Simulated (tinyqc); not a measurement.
Area and perimeter leakage from two diodes.

Inverse problem. A square diode and a finger diode leak I = JA area + JP perimeter. Find JA, JP and the side of the square at which both parts are equal.

areas (um^2): [10000, 102000]
perimeters (um): [400, 21420]
leakage currents (pA): [0.0742, 0.98226000]

Answer. Two linear equations give JA and JP; for a square of side a, JA a^2 = 4 JP a at a = 4 JP/JA.

JA = 6.900e-10 A/cm^2
JP = 1.300e-13 A/cm
side for equal parts = 7.536 um

Computed by the program tinyqc: `OMP_NUM_THREADS=1 python tinyqc.py 2290017 2290018 out.jsonl`, one thread of a shared Intel Xeon 2.30GHz, about 0.01 s for the whole run.
